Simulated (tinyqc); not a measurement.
Inside a calculation (part 1 of 2). Method: FCI on RHF in the 3-21g basis, for H3+, spin multiplicity 1. Computed by tinyqc, a small Python program that keeps every step (integrals from PySCF). Settings: charge = 1, multiplicity = 1, basis = 3-21g, method = RHF, energy threshold = 1e-10, iteration cap = 67, orthogonalisation = symmetric, start = Wolfsberg-Helmholz matrix, DIIS depth = 6, ci = FCI, davidson = 1. Command: `OMP_NUM_THREADS=1 python tinyqc.py 26625 26626 out.jsonl` (the two numbers bound the seeds that draw the settings). One thread of a shared host (Intel(R) Xeon(R) Processor @ 2.60GHz), about 0.09 s of CPU time with the checks. The early iterations of the SCF are left out here.

## One-electron integrals

Geometry (angstrom):
```
atom        x        y         z
H     0.00000  0.00000   0.00000
H     0.00000  0.00000   0.77000
H     0.00000  0.00000  -0.77000
```

Basis 3-21g: exponents (1/bohr^2) and contraction coefficients of normalised primitives:
```
element  l (shell)  exponent  coefficient
H            s (1)   5.44718      0.15628
H            s (1)   0.82455      0.90469
H            s (2)   0.18319      1.00000
```

Overlap, kinetic and nuclear-attraction integrals over the contracted functions; the nuclear repulsion is the sum of Za Zb / Rab.

nuclear repulsion = 1.7181078 hartree

overlap S:
```
         1H 1s    1H 2s    2H 1s    2H 2s    3H 1s    3H 2s
1H 1s  1.00000  0.64590  0.37647  0.46891  0.37647  0.46891
1H 2s  0.64590  1.00000  0.46891  0.82371  0.46891  0.82371
2H 1s  0.37647  0.46891  1.00000  0.64590  0.02529  0.17957
2H 2s  0.46891  0.82371  0.64590  1.00000  0.17957  0.46036
3H 1s  0.37647  0.46891  0.02529  0.17957  1.00000  0.64590
3H 2s  0.46891  0.82371  0.17957  0.46036  0.64590  1.00000
```

kinetic energy T (hartree):
```
         1H 1s    1H 2s     2H 1s    2H 2s     3H 1s    3H 2s
1H 1s  1.54940  0.29315   0.17421  0.16724   0.17421  0.16724
1H 2s  0.29315  0.27479   0.16724  0.19708   0.16724  0.19708
2H 1s  0.17421  0.16724   1.54940  0.29315  -0.04332  0.01190
2H 2s  0.16724  0.19708   0.29315  0.27479   0.01190  0.06108
3H 1s  0.17421  0.16724  -0.04332  0.01190   1.54940  0.29315
3H 2s  0.16724  0.19708   0.01190  0.06108   0.29315  0.27479
```

nuclear attraction V (hartree):
```
          1H 1s     1H 2s     2H 1s     2H 2s     3H 1s     3H 2s
1H 1s  -3.08615  -1.63771  -1.05617  -1.18192  -1.05617  -1.18192
1H 2s  -1.63771  -1.76484  -1.08769  -1.41061  -1.08769  -1.41061
2H 1s  -1.05617  -1.08769  -2.74715  -1.43213  -0.07136  -0.42875
2H 2s  -1.18192  -1.41061  -1.43213  -1.56317  -0.42875  -0.81247
3H 1s  -1.05617  -1.08769  -0.07136  -0.42875  -2.74715  -1.43213
3H 2s  -1.18192  -1.41061  -0.42875  -0.81247  -1.43213  -1.56317
```

core Hamiltonian H = T + V (hartree):
```
          1H 1s     1H 2s     2H 1s     2H 2s     3H 1s     3H 2s
1H 1s  -1.53674  -1.34456  -0.88196  -1.01468  -0.88196  -1.01468
1H 2s  -1.34456  -1.49005  -0.92044  -1.21352  -0.92044  -1.21352
2H 1s  -0.88196  -0.92044  -1.19775  -1.13897  -0.11468  -0.41685
2H 2s  -1.01468  -1.21352  -1.13897  -1.28838  -0.41685  -0.75139
3H 1s  -0.88196  -0.92044  -0.11468  -0.41685  -1.19775  -1.13897
3H 2s  -1.01468  -1.21352  -0.41685  -0.75139  -1.13897  -1.28838
```

## Two-electron integrals

Functions are numbered as in S; the eight-fold symmetry (ij|kl) = (ji|kl) = (kl|ij) leaves the list below.

Two-electron integrals (ij|kl) in chemists' order, unique and non-zero (hartree):
```
(11|11) 1.14014   (21|11) 0.61140   (21|21) 0.34515   (22|11) 0.62637
(22|21) 0.38033   (22|22) 0.48296   (31|11) 0.35236   (31|21) 0.20010
(31|22) 0.22167   (31|31) 0.14859   (32|11) 0.32661   (32|21) 0.19706
(32|22) 0.24353   (32|31) 0.15398   (32|32) 0.18130   (33|11) 0.65516
(33|21) 0.40364   (33|22) 0.51297   (33|31) 0.35236   (33|32) 0.43680
(33|33) 1.14014   (41|11) 0.43680   (41|21) 0.24748   (41|22) 0.27438
(41|31) 0.15398   (41|32) 0.15490   (41|33) 0.32661   (41|41) 0.18130
(42|11) 0.48916   (42|21) 0.29883   (42|22) 0.38532   (42|31) 0.19229
(42|32) 0.22267   (42|33) 0.48916   (42|41) 0.22267   (42|42) 0.32769
(43|11) 0.40364   (43|21) 0.24792   (43|22) 0.31822   (43|31) 0.20010
(43|32) 0.24748   (43|33) 0.61140   (43|41) 0.19706   (43|42) 0.29883
(43|43) 0.34515   (44|11) 0.51297   (44|21) 0.31822   (44|22) 0.42716
(44|31) 0.22167   (44|32) 0.27438   (44|33) 0.62637   (44|41) 0.24353
(44|42) 0.38532   (44|43) 0.38033   (44|44) 0.48296   (51|11) 0.35236
(51|21) 0.20010   (51|22) 0.22167   (51|31) 0.09345   (51|32) 0.08936
(51|33) 0.17277   (51|41) 0.13404   (51|42) 0.15831   (51|43) 0.11046
(51|44) 0.15730   (51|51) 0.14859   (52|11) 0.32661   (52|21) 0.19706
(52|22) 0.24353   (52|31) 0.08936   (52|32) 0.09018   (52|33) 0.17614
(52|41) 0.13067   (52|42) 0.16910   (52|43) 0.11323   (52|44) 0.16760
(52|51) 0.15398   (52|52) 0.18130   (53|11) 0.02709   (53|21) 0.01487
(53|22) 0.01561   (53|31) 0.00861   (53|32) 0.00815   (53|33) 0.01652
(53|41) 0.01064   (53|42) 0.01221   (53|43) 0.01013   (53|44) 0.01287
(53|51) 0.00861   (53|52) 0.00815   (53|53) 0.00065   (54|11) 0.13809
(54|21) 0.08179   (54|22) 0.09751   (54|31) 0.03829   (54|32) 0.03810
(54|33) 0.07446   (54|41) 0.05484   (54|42) 0.06911   (54|43) 0.04765
(54|44) 0.06904   (54|51) 0.06094   (54|52) 0.06837   (54|53) 0.00343
(54|54) 0.02637   (55|11) 0.65516   (55|21) 0.40364   (55|22) 0.51297
(55|31) 0.17277   (55|32) 0.17614   (55|33) 0.34358   (55|41) 0.26175
(55|42) 0.34456   (55|43) 0.22174   (55|44) 0.33585   (55|51) 0.35236
(55|52) 0.43680   (55|53) 0.01652   (55|54) 0.15958   (55|55) 1.14014
(61|11) 0.43680   (61|21) 0.24748   (61|22) 0.27438   (61|31) 0.13404
(61|32) 0.13067   (61|33) 0.26175   (61|41) 0.17381   (61|42) 0.20901
(61|43) 0.16328   (61|44) 0.21755   (61|51) 0.15398   (61|52) 0.15490
(61|53) 0.01064   (61|54) 0.06331   (61|55) 0.32661   (61|61) 0.18130
(62|11) 0.48916   (62|21) 0.29883   (62|22) 0.38532   (62|31) 0.15831
(62|32) 0.16910   (62|33) 0.34456   (62|41) 0.20901   (62|42) 0.28983
(62|43) 0.21753   (62|44) 0.30703   (62|51) 0.19229   (62|52) 0.22267
(62|53) 0.01221   (62|54) 0.08651   (62|55) 0.48916   (62|61) 0.22267
(62|62) 0.32769   (63|11) 0.13809   (63|21) 0.08179   (63|22) 0.09751
(63|31) 0.06094   (63|32) 0.06837   (63|33) 0.15958   (63|41) 0.06331
(63|42) 0.08651   (63|43) 0.09137   (63|44) 0.10312   (63|51) 0.03829
(63|52) 0.03810   (63|53) 0.00343   (63|54) 0.01613   (63|55) 0.07446
(63|61) 0.05484   (63|62) 0.06911   (63|63) 0.02637   (64|11) 0.28836
(64|21) 0.17509   (64|22) 0.22234   (64|31) 0.10205   (64|32) 0.11211
(64|33) 0.23615   (64|41) 0.12631   (64|42) 0.17739   (64|43) 0.14650
(64|44) 0.19665   (64|51) 0.10205   (64|52) 0.11211   (64|53) 0.00719
(64|54) 0.04489   (64|55) 0.23615   (64|61) 0.12631   (64|62) 0.17739
(64|63) 0.04489   (64|64) 0.10236   (65|11) 0.40364   (65|21) 0.24792
(65|22) 0.31822   (65|31) 0.11046   (65|32) 0.11323   (65|33) 0.22174
(65|41) 0.16328   (65|42) 0.21753   (65|43) 0.14290   (65|44) 0.21484
(65|51) 0.20010   (65|52) 0.24748   (65|53) 0.01013   (65|54) 0.09137
(65|55) 0.61140   (65|61) 0.19706   (65|62) 0.29883   (65|63) 0.04765
(65|64) 0.14650   (65|65) 0.34515   (66|11) 0.51297   (66|21) 0.31822
(66|22) 0.42716   (66|31) 0.15730   (66|32) 0.16760   (66|33) 0.33585
(66|41) 0.21755   (66|42) 0.30703   (66|43) 0.21484   (66|44) 0.31677
(66|51) 0.22167   (66|52) 0.27438   (66|53) 0.01287   (66|54) 0.10312
(66|55) 0.62637   (66|61) 0.24353   (66|62) 0.38532   (66|63) 0.06904
(66|64) 0.19665   (66|65) 0.38033   (66|66) 0.48296
```

## Orthogonalisation

S = U s U^T; symmetric (Loewdin) form X = U s^(-1/2) U^T, so that X^T S X = 1.

eigenvalues of S: 0.03130  0.24260  0.44781  0.55529  1.27175  3.45124

X:
```
          1H 1s     1H 2s     2H 1s     2H 2s     3H 1s     3H 2s
1H 1s   1.30297  -0.61713  -0.14404   0.11882  -0.14404   0.11882
1H 2s  -0.61713   3.77680  -0.02774  -1.61683  -0.02774  -1.61683
2H 1s  -0.14404  -0.02774   1.26949  -0.45554   0.05270   0.06261
2H 2s   0.11882  -1.61683  -0.45554   2.16240   0.06261   0.46218
3H 1s  -0.14404  -0.02774   0.05270   0.06261   1.26949  -0.45554
3H 2s   0.11882  -1.61683   0.06261   0.46218  -0.45554   2.16240
```

## Iteration 6 (converged): orbitals

converged F (hartree):
```
          1H 1s     1H 2s     2H 1s     2H 2s     3H 1s     3H 2s
1H 1s  -0.55932  -0.92959  -0.67026  -0.74511  -0.67026  -0.74511
1H 2s  -0.92959  -0.87661  -0.65854  -0.72351  -0.65854  -0.72351
2H 1s  -0.67026  -0.65854  -0.26650  -0.68020  -0.22436  -0.39865
2H 2s  -0.74511  -0.72351  -0.68020  -0.65702  -0.39865  -0.52816
3H 1s  -0.67026  -0.65854  -0.22436  -0.39865  -0.26650  -0.68020
3H 2s  -0.74511  -0.72351  -0.39865  -0.52816  -0.68020  -0.65702
```

Diagonalise F' = X^T F X, C = X C', fill 1 alpha and 1 beta electrons from the bottom; D = 2 C_occ C_occ^T. Each column has its largest component positive (the first on a tie).

F' = X^T F X (hartree):
```
          1         2         3         4         5         6
1   0.25135  -0.70087  -0.45494  -0.09350  -0.45494  -0.09350
2  -0.70087   0.15379  -0.17535  -0.23482  -0.17535  -0.23482
3  -0.45494  -0.17535   0.35275  -0.55186   0.09472  -0.03388
4  -0.09350  -0.23482  -0.55186   0.00805  -0.03388  -0.10422
5  -0.45494  -0.17535   0.09472  -0.03388   0.35275  -0.55186
6  -0.09350  -0.23482  -0.03388  -0.10422  -0.55186   0.00805
```

orbital energies (hartree): MO1 -1.13433, MO2 -0.33793, MO3 0.05509, MO4 0.60419, MO5 0.70823, MO6 1.23148

coefficients C:
```
           MO1       MO2       MO3       MO4       MO5       MO6
1H 1s  0.35701   0.00000   0.26318  -0.69622   0.00000  -1.21114
1H 2s  0.42783   0.00000   2.99777   2.22894   0.00000   2.39522
2H 1s  0.21739   0.28788   0.01236  -0.60265  -0.88975   0.74981
2H 2s  0.03583   0.66706  -1.99247  -0.51037   1.06520  -1.38491
3H 1s  0.21739  -0.28788   0.01236  -0.60265   0.88975   0.74981
3H 2s  0.03583  -0.66706  -1.99247  -0.51037  -1.06520  -1.38491
```

D after iteration 6:
```
         1H 1s    1H 2s    2H 1s    2H 2s    3H 1s    3H 2s
1H 1s  0.25491  0.30548  0.15522  0.02558  0.15522  0.02558
1H 2s  0.30548  0.36608  0.18601  0.03066  0.18601  0.03066
2H 1s  0.15522  0.18601  0.09452  0.01558  0.09452  0.01558
2H 2s  0.02558  0.03066  0.01558  0.00257  0.01558  0.00257
3H 1s  0.15522  0.18601  0.09452  0.01558  0.09452  0.01558
3H 2s  0.02558  0.03066  0.01558  0.00257  0.01558  0.00257
```

## Convergence

Stop when the energy changes by less than 1e-10 hartree and every element of the error matrix X^T (F D S - S D F) X is below 3e-06.

Course of the cycle:
```
iteration  E (hartree)     change  largest element of the error matrix
1           -1.1433530          -                             1.65e-01
2           -1.2137073  -7.04e-02                             3.03e-02
3           -1.2158762  -2.17e-03                             5.48e-04
4           -1.2158768  -5.18e-07                             9.43e-05
5           -1.2158768  -1.86e-08                             2.24e-06
6           -1.2158768  -7.49e-12                             1.09e-09
```

PySCF RHF in the same basis = -1.2158768 hartree

Converged in 6 iterations.

## Integrals over molecular orbitals

(pq|rs) = sum C_ip C_jq C_kr C_ls (ij|kl), one index at a time.

one-electron integrals over orbitals h = C^T H C (hartree):
```
          1         2         3         4         5         6
1  -1.79966   0.00000  -0.10069   0.10814   0.00000   0.07661
2   0.00000  -1.21209   0.00000   0.00000   0.20603   0.00000
3  -0.10069   0.00000  -0.68739   0.01668   0.00000   0.23315
4   0.10814   0.00000   0.01668  -0.35954   0.00000  -0.02079
5   0.00000   0.20603   0.00000   0.00000  -0.19584   0.00000
6   0.07661   0.00000   0.23315  -0.02079   0.00000   0.04599
```

Two-electron integrals over orbitals (pq|rs), unique and non-zero (hartree):
```
(11|11) 0.66533    (21|21) 0.12304    (22|11) 0.49860    (22|22) 0.47566
(31|11) 0.10069    (31|22) 0.01462    (31|31) 0.05166    (32|21) -0.07111
(32|32) 0.08375    (33|11) 0.39707    (33|22) 0.37818    (33|31) 0.01192
(33|33) 0.35712    (41|11) -0.10814   (41|22) -0.07342   (41|31) -0.02264
(41|33) -0.04181   (41|41) 0.06485    (42|21) -0.05377   (42|32) 0.02416
(42|42) 0.04037    (43|11) -0.01966   (43|22) 0.00527    (43|31) -0.01494
(43|33) -0.00099   (43|41) 0.01043    (43|43) 0.01050    (44|11) 0.51429
(44|22) 0.42313    (44|31) 0.05486    (44|33) 0.34132    (44|41) -0.05291
(44|43) -0.00396   (44|44) 0.45252    (51|21) -0.07761   (51|32) 0.02343
(51|42) 0.04924    (51|51) 0.06904    (52|11) -0.14182   (52|22) -0.11009
(52|31) -0.02059   (52|33) -0.03720   (52|41) 0.05920    (52|43) -0.00165
(52|44) -0.09611   (52|52) 0.09227    (53|21) -0.03226   (53|32) 0.04681
(53|42) 0.00208    (53|51) 0.00223    (53|53) 0.04317    (54|21) 0.09602
(54|32) -0.04974   (54|42) -0.04838   (54|51) -0.06865   (54|53) -0.01931
(54|54) 0.08589    (55|11) 0.48655    (55|22) 0.45860    (55|31) 0.01873
(55|33) 0.36034    (55|41) -0.08357   (55|43) 0.00267    (55|44) 0.41776
(55|52) -0.12179   (55|55) 0.46703    (61|11) -0.07661   (61|22) 0.02732
(61|31) -0.06213   (61|33) -0.01560   (61|41) 0.01759    (61|43) 0.02685
(61|44) -0.02278   (61|52) -0.02019   (61|55) 0.03195    (61|61) 0.11417
(62|21) 0.08128    (62|32) -0.03872   (62|42) -0.04762   (62|51) -0.06292
(62|53) 0.00008    (62|54) 0.07178    (62|62) 0.07543    (63|11) -0.14764
(63|22) -0.07248   (63|31) -0.04555   (63|33) -0.03811   (63|41) 0.04460
(63|43) 0.01211    (63|44) -0.09064   (63|52) 0.05152    (63|55) -0.06801
(63|61) 0.04638    (63|63) 0.06742    (64|11) 0.01919    (64|22) -0.04398
(64|31) 0.03697    (64|33) -0.00438   (64|41) 0.00680    (64|43) -0.01814
(64|44) 0.00089    (64|52) 0.03470    (64|55) -0.05336   (64|61) -0.07800
(64|63) -0.02012   (64|64) 0.06454    (65|21) -0.10816   (65|32) 0.07381
(65|42) 0.05986    (65|51) 0.07481    (65|53) 0.02940    (65|54) -0.09530
(65|62) -0.08485   (65|65) 0.12318    (66|11) 0.64983    (66|22) 0.50131
(66|31) 0.09182    (66|33) 0.40595    (66|41) -0.13522   (66|43) -0.02306
(66|44) 0.50152    (66|52) -0.15095   (66|55) 0.50035    (66|61) -0.07964
(66|63) -0.15373   (66|64) 0.01468    (66|66) 0.68670
```

## FCI: determinants and Hamiltonian

Hartree-Fock energy = -1.2158768 hartree

Slater-Condon rules over spin orbitals, with the nuclear repulsion added and E(HF) subtracted on the diagonal. Only determinants linked to the reference directly or through others are kept (one block of an abelian symmetry group), so some states are absent.

Occupation strings over the orbitals (2 doubly, a alpha, b beta, 0 empty; spin orbitals ordered 1a 1b 2a 2b ...): 200000 a0b000 a00b00 a0000b b0a000 b00a00 b0000a 020000 0a00b0 002000 00ab00 00a00b 00ba00 000200 000a0b 0b00a0 000020 00b00a 000b0a 000002

H - E(HF) between determinants (hartree):
```
          200000    a0b000    a00b00    a0000b    b0a000    b00a00    b0000a    020000
200000   0.00000   0.00000   0.00000   0.00000   0.00000   0.00000   0.00000   0.12304
a0b000   0.00000   0.84401  -0.00298   0.08551  -0.05166   0.02264   0.06213  -0.07111
a00b00   0.00000  -0.00298   1.28908  -0.00160   0.02264  -0.06485  -0.01759  -0.05377
a0000b   0.00000   0.08551  -0.00160   1.83015   0.06213  -0.01759  -0.11417   0.08128
b0a000   0.00000  -0.05166   0.02264   0.06213   0.84401  -0.00298   0.08551   0.07111
b00a00   0.00000   0.02264  -0.06485  -0.01759  -0.00298   1.28908  -0.00160   0.05377
b0000a   0.00000   0.06213  -0.01759  -0.11417   0.08551  -0.00160   1.83015  -0.08128
020000   0.12304  -0.07111  -0.05377   0.08128   0.07111   0.05377  -0.08128   0.98546
0a00b0  -0.07761  -0.03226   0.09602  -0.10816  -0.02343  -0.04924   0.06292   0.09593
002000   0.05166  -0.08877  -0.01494  -0.04555   0.08877   0.01494   0.04555   0.08375
00ab00  -0.02264  -0.01494  -0.04584   0.03697  -0.06633  -0.01043  -0.04460   0.02416
00a00b  -0.06213  -0.04555   0.03697  -0.00887  -0.06102  -0.02685  -0.04638  -0.03872
00ba00   0.02264  -0.06633  -0.01043  -0.04460  -0.01494  -0.04584   0.03697  -0.02416
000200   0.06485   0.01043   0.05523   0.00680  -0.01043  -0.05523  -0.00680   0.04037
000a0b   0.01759   0.04460   0.00680  -0.02708  -0.02685  -0.05383   0.07800  -0.04762
0b00a0   0.07761  -0.02343  -0.04924   0.06292  -0.03226   0.09602  -0.10816  -0.09593
000020   0.06904   0.00223  -0.06865   0.07481  -0.00223   0.06865  -0.07481   0.09227
00b00a   0.06213  -0.06102  -0.02685  -0.04638  -0.04555   0.03697  -0.00887   0.03872
000b0a  -0.01759  -0.02685  -0.05383   0.07800   0.04460   0.00680  -0.02708   0.04762
000002   0.11417   0.04638  -0.07800  -0.00303  -0.04638   0.07800   0.00303   0.07543

          0a00b0    002000    00ab00    00a00b    00ba00    000200    000a0b    0b00a0
200000  -0.07761   0.05166  -0.02264  -0.06213   0.02264   0.06485   0.01759   0.07761
a0b000  -0.03226  -0.08877  -0.01494  -0.04555  -0.06633   0.01043   0.04460  -0.02343
a00b00   0.09602  -0.01494  -0.04584   0.03697  -0.01043   0.05523   0.00680  -0.04924
a0000b  -0.10816  -0.04555   0.03697  -0.00887  -0.04460   0.00680  -0.02708   0.06292
b0a000  -0.02343   0.08877  -0.06633  -0.06102  -0.01494  -0.01043  -0.02685  -0.03226
b00a00  -0.04924   0.01494  -0.01043  -0.02685  -0.04584  -0.05523  -0.05383   0.09602
b0000a   0.06292   0.04555  -0.04460  -0.04638   0.03697  -0.00680   0.07800  -0.10816
020000   0.09593   0.08375   0.02416  -0.03872  -0.02416   0.04037  -0.04762  -0.09593
0a00b0   1.98466   0.04681  -0.04974   0.07381  -0.00208  -0.04838   0.05986  -0.09227
002000   0.04681   1.91632   0.01569   0.19504  -0.01569   0.01050   0.01211  -0.04681
00ab00  -0.04974   0.01569   2.22837  -0.02517  -0.01050   0.01272  -0.01814  -0.00208
00a00b   0.07381   0.19504  -0.02517   2.69853  -0.01211  -0.01814  -0.00637  -0.00008
00ba00  -0.00208  -0.01569  -0.01050  -0.01211   2.22837  -0.01272  -0.14251  -0.04974
000200  -0.04838   0.01050   0.01272  -0.01814  -0.01272   2.66742  -0.01990   0.04838
000a0b   0.05986   0.01211  -0.01814  -0.00637  -0.14251  -0.01990   3.12195  -0.07178
0b00a0  -0.09227  -0.04681  -0.00208  -0.00008  -0.04974   0.04838  -0.07178   1.98466
000020   0.08424   0.04317  -0.01931   0.02940   0.01931   0.08589  -0.09530  -0.08424
00b00a  -0.00008  -0.19504  -0.01211  -0.06742  -0.02517   0.01814   0.02012   0.07381
000b0a  -0.07178  -0.01211  -0.14251   0.02012  -0.01814   0.01990  -0.06454   0.05986
000002  -0.08485   0.06742  -0.02012   0.07942   0.02012   0.06454  -0.00611   0.08485

          000020    00b00a    000b0a    000002
200000   0.06904   0.06213  -0.01759   0.11417
a0b000   0.00223  -0.06102  -0.02685   0.04638
a00b00  -0.06865  -0.02685  -0.05383  -0.07800
a0000b   0.07481  -0.04638   0.07800  -0.00303
b0a000  -0.00223  -0.04555   0.04460  -0.04638
b00a00   0.06865   0.03697   0.00680   0.07800
b0000a  -0.07481  -0.00887  -0.02708   0.00303
020000   0.09227   0.03872   0.04762   0.07543
0a00b0   0.08424  -0.00008  -0.07178  -0.08485
002000   0.04317  -0.19504  -0.01211   0.06742
00ab00  -0.01931  -0.01211  -0.14251  -0.02012
00a00b   0.02940  -0.06742   0.02012   0.07942
00ba00   0.01931  -0.02517  -0.01814   0.02012
000200   0.08589   0.01814   0.01990   0.06454
000a0b  -0.09530   0.02012  -0.06454  -0.00611
0b00a0  -0.08424   0.07381   0.05986   0.08485
000020   3.00934  -0.02940   0.09530   0.12318
00b00a  -0.02940   2.69853  -0.00637  -0.07942
000b0a   0.09530  -0.00637   3.12195   0.00611
000002   0.12318  -0.07942   0.00611   3.71266
```
